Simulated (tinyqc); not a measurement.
Chemical-mechanical planarisation: Preston law, pattern density and step-height reduction: one step, computed by the program tinyqc. Command: `OMP_NUM_THREADS=1 python tinyqc.py 3000594 3000595 out.jsonl cmp walk`. One thread of a shared host (Intel(R) Xeon(R) Processor @ 2.30GHz), about 0.01 s of CPU time with the checks.

A row of 8 cells, repeated periodically, holds raised features that cover a share rho of each cell.

Task: State at time t. While h > h_c only raised areas polish, at R0/rho_eff, until t_c = rho_eff (h0 - h_c)/R0. After that h = h_c exp(-(t - t_c)/tau), tau = rho_eff h_c/R0; low areas polish at R0 (1 - h/h_c) and raised areas at R0 [1 + (1 - rho_eff) h/(rho_eff h_c)]. Removed from raised areas after t_c: h0 - h_c + R0 (t - t_c) + (1 - rho_eff)(h_c - h); from low areas: R0 (t - t_c) - rho_eff (h_c - h). Film left = z0 less the removal from raised areas.

Inputs (values chosen for the exercise, close to those used for copper polishing):

| quantity | value | unit |
|---|---|---|
| initial step height h0 | 300 | nm |
| contact height h_c | 55 | nm |
| film above the raised areas z0 | 710 | nm |
| polish time t | 70 | s |

effective densities: 0.3850354  0.4395995  0.4858863  0.4899002  0.4561489  0.4056312  0.3476880  0.3401106

blanket rate R0 = 1.723268 nm/s

Give: Cells; range of film left across the row; largest remaining step; thinnest film left.

Result:

Cells:

| cell | rho_eff | t_c (s) | step h (nm) | removed, raised (nm) | removed, low (nm) | film left on raised areas (nm) |
|---|---|---|---|---|---|---|
| 1 | 0.3850 | 54.74 | 15.89 | 295.3 | 11.24 | 414.7 |
| 2 | 0.4396 | 62.50 | 32.22 | 270.7 | 2.91 | 439.3 |
| 3 | 0.4859 | 69.08 | 51.83 | 248.2 | 0.05 | 461.8 |
| 4 | 0.4899 | 69.65 | 53.78 | 246.2 | 0.01 | 463.8 |
| 5 | 0.4561 | 64.85 | 38.62 | 262.8 | 1.40 | 447.2 |
| 6 | 0.4056 | 57.67 | 21.22 | 286.3 | 7.55 | 423.7 |
| 7 | 0.3477 | 49.43 | 8.62 | 310.7 | 19.32 | 399.3 |
| 8 | 0.3401 | 48.35 | 7.49 | 313.7 | 21.14 | 396.3 |

range of film left across the row = 67.43 nm

largest remaining step = 53.78 nm

thinnest film left = 396.3 nm

8 of 8 cells have reached contact. The cell with the lowest rho_eff has lost the most film from its raised areas.
